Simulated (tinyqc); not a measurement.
Donor near an oxide interface in a gate field (two-state model): one step. Where the electron sits. Two cases, with inputs chosen for the exercise.

Question. Give E_D, E_I, t, the splitting and the donor weight.

Interface at z = 0 (hard wall), donor at z = d, field F pulling electrons to the interface: potential e F z; 1 kV/cm = 1e-5 eV/angstrom, c = hbar^2/2m0, q = e^2/(4 pi eps0), Q = (eps - eo)/(eps + eo). Donor state: E_D = e F d - ED - q Q/(4 eps d), the last term joining the images of ion and electron. Interface state: z exp(-b z/2) exp(-rho^2/(2 L^2)) with E_z = c b^2/(4 mz) + 3 e F/b + q Q b/(8 eps), minimised over b; in the plane at z = 3/b the ion (distance D = d - 3/b) and its image (D' = d + 3/b) give E_rho = c/(mt L^2) - (q/eps)(sqrt(pi)/L)[erfcx(D/L) + Q erfcx(D'/L)], erfcx(x) = exp(x^2) erfc(x), minimised over L. E_I = E_z + E_rho.

The two states couple by t = t0 exp(-D/aD) with t0 = q/(eps aD) (2 aD/L) sqrt(aD b/2) v, v a valley factor; this form is an estimate. With detuning u = E_D - E_I the splitting is sqrt(u^2 + 4 t^2) and the lower state has weight (1 - u/sqrt(u^2 + 4 t^2))/2 on the donor.

Constants: hbar^2/2m0 = 3.80998211 eV angstrom^2; e^2/(4 pi eps0) = 14.39964547 eV angstrom.

Case 1.

Values chosen (near those of a donor in Si below SiO2, static dielectric constants; shifted at random, so the results belong to these values and not to a real crystal): d = 130 angstrom (depth of the donor); ED = 30.9 meV (bulk binding energy); mz = 0.92 m0 (mass across the interface); mt = 0.189 m0 (mass in the plane); eps = 11.3 (dielectric constant of the semiconductor); eo = 3.9 (dielectric constant of the oxide); aD = 14.2 angstrom (donor radius); v = 0.48 (valley factor); F = 40.1 kV/cm (field in the semiconductor).

Case 2.

Values chosen (near those of a donor in Si below Si3N4, static dielectric constants; shifted at random, so the results belong to these values and not to a real crystal): d = 170 angstrom (depth of the donor); ED = 46.5 meV (bulk binding energy); mz = 0.909 m0 (mass across the interface); mt = 0.189 m0 (mass in the plane); eps = 11.4 (dielectric constant of the semiconductor); eo = 7.5 (dielectric constant of the oxide); aD = 17.1 angstrom (donor radius); v = 0.58 (valley factor); F = 33.5 kV/cm (field in the semiconductor).

Give: E_D, E_I; t; splitting; donor weight.

Answer.

Case 1.

E_D, E_I (meV): 20.04  16.06

t = 0.0182 meV
splitting = 3.98 meV
donor weight = 0.000

The electron is at the interface; the contact hyperfine coupling scales with the donor weight. With this t, the tunnelling time pi hbar/(2t) at a crossing would be 56.7 ps (hbar = 6.58212e-16 eV s); here the detuning is 218 t.

Case 2.

E_D, E_I (meV): 10.07  14.43

t = 0.00506 meV
splitting = 4.36 meV
donor weight = 1.000

The electron is on the donor; the contact hyperfine coupling scales with the donor weight. With this t, the tunnelling time pi hbar/(2t) at a crossing would be 204 ps (hbar = 6.58212e-16 eV s); here the detuning is 861 t.

Computed by tinyqc, one run a case: `OMP_NUM_THREADS=1 python tinyqc.py N N+1 out.jsonl` with N = 1251439, 1251511; one thread of a shared Intel(R) Xeon(R) Processor @ 2.30GHz, about 0.06 s a run at most.
